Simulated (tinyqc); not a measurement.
Cluster expansion of a binary alloy: correlations, fit, cross-validation and ground states: one step, computed by the program tinyqc.

s = +1 for A and -1 for B. Energy per site E = J0 + J1 P(point) + sum over clusters of m V P, with P the mean product of spins; V > 0 on a pair favours unlike neighbours. Clusters per site m: pair 1 4, pair 2 3, pair 3 6, triplet 12; the triplet is two first-neighbour bonds closed by a second-neighbour bond. Formation energies are counted from the line between pure A and pure B, which removes J0 and J1.

Question. Design matrix. Design matrix of formation energies: m (P - 1) for pairs and m (P(triplet) - P(point)) for the triplet; x = (1 - P(point))/2.

Lattice: bcc.

correlations P, counted on periodic cells:
```
,point,pair 1,pair 2,pair 3,triplet
A,1.000000,1.000000,1.000000,1.000000,1.000000
A3B D0_3,0.500000,0.000000,0.000000,1.000000,-0.500000
A3B (001) layers,0.500000,0.000000,0.666667,0.333333,0.166667
A2B C11_b,0.333333,-0.333333,0.555556,0.111111,-0.111111
AB B2,0.000000,-1.000000,1.000000,1.000000,0.000000
AB B32,0.000000,0.000000,-1.000000,1.000000,0.000000
A2B2 B11,0.000000,0.000000,0.333333,-0.333333,0.000000
AB (110) layers,0.000000,0.000000,-0.333333,-0.333333,0.000000
AB2 C11_b,-0.333333,-0.333333,0.555556,0.111111,0.111111
AB3 D0_3,-0.500000,0.000000,0.000000,1.000000,0.500000
AB3 (001) layers,-0.500000,0.000000,0.666667,0.333333,-0.166667
B,-1.000000,1.000000,1.000000,1.000000,-1.000000
```

Give: X.

Answer.

X:
```
,pair 1,pair 2,pair 3,triplet
A,0.00,0.00,0.00,0.00
A3B D0_3,-4.00,-3.00,0.00,-12.00
A3B (001) layers,-4.00,-1.00,-4.00,-4.00
A2B C11_b,-5.33,-1.33,-5.33,-5.33
AB B2,-8.00,0.00,0.00,0.00
AB B32,-4.00,-6.00,0.00,0.00
A2B2 B11,-4.00,-2.00,-8.00,0.00
AB (110) layers,-4.00,-4.00,-8.00,0.00
AB2 C11_b,-5.33,-1.33,-5.33,5.33
AB3 D0_3,-4.00,-3.00,0.00,12.00
AB3 (001) layers,-4.00,-1.00,-4.00,4.00
B,0.00,0.00,0.00,0.00
```
